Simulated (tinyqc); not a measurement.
Extrapolating accelerated tests: lateral field, substrate current, probability of reaching the oxide barrier and hot-carrier lifetime of a silicon transistor (pseudo-two-dimensional and lucky-electron models). Computed by tinyqc, a small Python program. Command: `OMP_NUM_THREADS=1 python tinyqc.py 3013633 3013634 out.jsonl hotcar walk`. One thread of a shared host (Intel(R) Xeon(R) Processor @ 2.30GHz), about 0.01 s of CPU time with the checks.

Local-field models: a lucky carrier gains its energy at the peak field over a path free of collisions. Voltages are magnitudes.

Inputs (values chosen for the exercise, modelled on a silicon p-channel):

| quantity | value | unit |
|---|---|---|
| channel length L | 220 | nm |
| oxide thickness t | 4.8 | nm |
| junction depth x_j | 44 | nm |
| mobility mu | 120 | cm^2/(V s) |
| saturation velocity v_s | 0.69 | 1e7 cm/s |
| threshold voltage V_T | 0.49 | V |
| gate voltage V_G | 1.4 | V |
| drain voltage V_D | 2.7 | V |
| ionisation prefactor A_i | 7.4e+06 | 1/cm |
| ionisation field B_i | 3.56 | MV/cm |
| hot-carrier mean free path lambda | 4.6 | nm |
| oxide barrier phi_b | 4.6 | eV |
| interface-trap threshold phi_it | 4.7 | eV |
| lifetime constant H | 4 | s microampere/micrometre |

Drain: abrupt.

Constants: eps_0 = 8.8541878128e-12 F/m.

Method:
- C_ox = 3.9 eps_0/t; F_sat = 2 v_s/mu; V_Dsat = V_ov F_sat L/(V_ov + F_sat L), V_ov = V_G - V_T; I_D/W = C_ox v_s (V_ov - V_Dsat).
- Scale length l = 0.22 t^(1/3) x_j^(1/2) (all in cm); F_m = sqrt(((V_D - V_Dsat)/l_e)^2 + F_sat^2), with l_e = l; length of the velocity-saturated region l_e ln((V_D - V_Dsat)/(l_e F_sat) + F_m/F_sat).
- Substrate current I_sub/I_D = (A_i/B_i)(V_D - V_Dsat) exp(-B_i/F_m); probability of reaching the oxide barrier exp(-phi_b/(e lambda F_m)); lifetime tau = (H/(I_D/W)) exp(phi_it/(e lambda F_m)).
- V_10 solves tau = 3.156e8 s at the given V_G. The extrapolation fits ln(tau) against 1/V_D at 1, 1.08, 1.16 and 1.25 times the given V_D (rounded to 3 digits) by least squares and reads off the same tau.

V_Dsat = 0.669273 V

Stress points:

| V_D (V) | 1/V_D (1/V) | tau (s) |
|---|---|---|
| 2.70 | 0.37037 | 1.8187e+06 |
| 2.92 | 0.34247 | 3.3877e+05 |
| 3.13 | 0.31949 | 8.9002e+04 |
| 3.38 | 0.29586 | 2.3505e+04 |

ten-year drain voltage V_10 = 2.2221 V

V_10 from the 1/V_D extrapolation = 2.1781 V

The extrapolation is 44 mV below the true value: ln(tau) is nearly linear in 1/(V_D - V_Dsat), not in 1/V_D, so the straight line errs on the safe side when one extrapolates down. At V_10 the available energy e V_D is below phi_it, so the model understates the lifetime there.

Extremes, crossings and ranges named in words are read from the listed rows.
